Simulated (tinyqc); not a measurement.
Gate voltage for a given inversion charge.

Problem. p-type body, charge-sheet picture, depletion and inversion only, full ionisation (an idealisation for deep acceptors), Boltzmann statistics (rough once Na exp(x - xn) passes about Nc/7). In units of Vt: xg = (Vg - Vfb)/Vt, x = psi/Vt, G = gamma/sqrt(Vt), xn = (2 phiF + Vc)/Vt. The implicit equation is (xg - x)^2 = G^2 [x - 1 + exp(x - xn)] for x above about 3. Cox = eps0 eox/tox. ni = sqrt(Nc Nv) exp(-Eg/(2 Vt)), Eg in volts; phiF = Vt ln(Na/ni); gamma = sqrt(2 q eps0 eps_r Na)/Cox. N_inv = (Cox Vt G/q) [sqrt(x - 1 + exp(x - xn)) - sqrt(x - 1)]. Find x - xn, psi and Vg.

Parameters, values chosen for the exercise; band and dielectric values those of a made-up semiconductor: temperature T = 300 K; band gap Eg = 1.2 eV; relative permittivity eps_r = 11.7; conduction-band density of states at T Nc = 3.45e19 cm^-3; valence-band density of states at T Nv = 3.03e19 cm^-3; relative permittivity of the gate insulator (close to silicon dioxide) eox = 3.9; insulator thickness tox = 1.9 nm; acceptor density Na = 4.3e17 cm^-3; flat-band voltage Vfb = -0.35 V; channel-body voltage Vc = 0 V.

Constants: q = 1.602176634e-19 C, kB = 1.380649e-23 J/K, Vt = kB T/q, eps0 = 8.8541878128e-14 F/cm where lengths are in cm. Results are converted to the units shown.

N_inv = 3.5e11 cm^-2

Answer. N_inv rises steadily with x, so it fixes x; the implicit equation then gives xg directly.

x - xn = 2.52
psi = 1.04 V
Vg = 0.932 V

tinyqc, about 0.01 s, one thread, Intel Xeon 2.30GHz (shared host): `OMP_NUM_THREADS=1 python tinyqc.py 2122019 2122020 out.jsonl`
